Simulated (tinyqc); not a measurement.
# Scale length and length offset from two DIBL values

Inverse problem. DIBL = exp(-Le/(2 l)) + 2 exp(-Le/l) with Le = L - dL. Find l, dL and the drawn length for a DIBL of 100 mV/V.

DIBL at drawn lengths 30 and 42 nm (mV/V): [65.735226, 18.794849]

Solution. With e = exp(-Le/(2 l)), 2 e^2 + e = DIBL gives e and so Le/l at each length; Le/l is a straight line in L with slope 1/l.

l = 5.10 nm
dL = 1.10 nm
length for 100 mV/V = 26.2 nm

tinyqc, about 0.01 s, one thread, Intel Xeon 2.30GHz (shared host): `OMP_NUM_THREADS=1 python tinyqc.py 2002158 2002159 out.jsonl`
